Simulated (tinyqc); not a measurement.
Gate sweep: ballistic transport through the one-dimensional subbands of a rectangular nanowire or nanosheet channel. Computed by tinyqc, a small Python program. Command: `OMP_NUM_THREADS=1 python tinyqc.py 3016248 3016249 out.jsonl wire walk`. One thread of a shared host (Intel(R) Xeon(R) Processor @ 2.30GHz), about 0.02 s of CPU time with the checks.

Hard walls, parabolic subbands, transport along x. Energies are counted from the bulk conduction band edge at the top of the barrier, which the gate pulls down by U; the source Fermi level lies at the bulk edge when U = 0.

Inputs (values chosen for the exercise, modelled on silicon):
```
quantity                      value  unit
light mass m_t                 0.19   m_0
heavy mass m_l                0.912   m_0
height a                        4.2    nm
width b                         8.1    nm
equivalent oxide thickness t    1.5    nm
drain voltage V_D               0.4     V
temperature T                   300     K
```

Valleys: silicon [100] wire.

Constants: hbar^2/(2 m_0) = 3.80998212 eV angstrom^2; k_B = 8.617333262e-05 eV/K; m_0 = 9.1093837015e-31 kg; k_B = 1.380649e-23 J/K; hbar = 1.054571817e-34 J s; eps_0 = 8.8541878128e-12 F/m; e = 1.602176634e-19 C; h = 6.62607015e-34 J s.

Method:
- E_pq = (hbar^2 pi^2/2)(p^2/(m_y b^2) + q^2/(m_z a^2)); valley pairs: (m_x, m_y, m_z) = (m_t, m_t, m_l), (m_t, m_l, m_t), (m_l, m_t, m_t), each with degeneracy g = 2; the 10 lowest subbands are kept.
- F_j(eta) = (1/Gamma(j + 1)) int_0^infinity x^j/(1 + exp(x - eta)) dx, F_0 = ln(1 + exp(eta)). Integrals over x = E/(k_B T) use 160 Gauss-Legendre points in u = sqrt(x) from 0 to sqrt(max(eta, 0) + 32).
- With degeneracy g = 2, eta_i = (U - E_i)/(k_B T) and u = e V_D/(k_B T): line density n = sum_i g sqrt(2 m_x k_B T/pi)/(2 hbar) [F_-1/2(eta_i) + F_-1/2(eta_i - u)]; gate: e n = C_ox (V_G - U/e), C_ox = 3.9 eps_0 2 (a + b)/t (flat-plate estimate); I = (2 e k_B T/h) sum_i g [F_0(eta_i) - F_0(eta_i - u)].
- Open modes are sum_i g/(1 + exp(-eta_i)). The last column is e dn/dV_G over C_ox, taken up to the next row.

Subbands:
```
valley axis  p  q  E (meV)  m_x (m_0)
z            1  1   53.538      0.190
y            1  1  118.479      0.190
z            1  2  123.660      0.190
y            2  1  137.331      0.190
x            1  1  142.359      0.912
z            2  1  144.033      0.190
y            3  1  168.753      0.190
y            4  1  212.743      0.190
z            2  2  214.154      0.190
x            2  1  232.853      0.912
```

Against the gate voltage:
```
V_G (V)  U (meV)    n (1/nm)  I (microampere)  open modes    C_g/C_ox
-0.250   -250.00  2.1039e-06       4.0347e-05  2.0143e-05  2.7852e-04
-0.150   -150.03  1.0055e-04       1.9284e-03  9.6260e-04  2.3994e-02
-0.026    -29.00  1.0617e-02       2.0482e-01  1.0063e-01  3.6145e-01
0.100      51.45  1.7159e-01       3.5764e+00  1.4264e+00  6.7033e-01
0.200      84.42  4.0853e-01       9.0798e+00  3.0267e+00  7.8707e-01
0.330     112.10  7.7019e-01       1.7770e+01  5.2384e+00  8.4900e-01
0.470     133.24  1.1903e+00       2.8173e+01  7.5322e+00  8.7810e-01
0.630     152.75  1.6869e+00       4.1298e+01  9.8380e+00  8.9171e-01
0.800     171.16  2.2227e+00       5.6826e+01  1.1902e+01  8.9825e-01
1.000     191.51  2.8577e+00       7.7230e+01  1.3938e+01           -
```

What does the comparison show, and why?

Between the first two rows the current rises one decade per 60 mV, against the limit ln(10) k_B T/e = 60 mV. Above threshold C_g/C_ox lies between 0.67 and 0.90: the quantum capacitance in series costs a visible part. In the last rows the tenth subband begins to fill, so the truncation shows.

Extremes, crossings and ranges named in words are read from the listed rows.
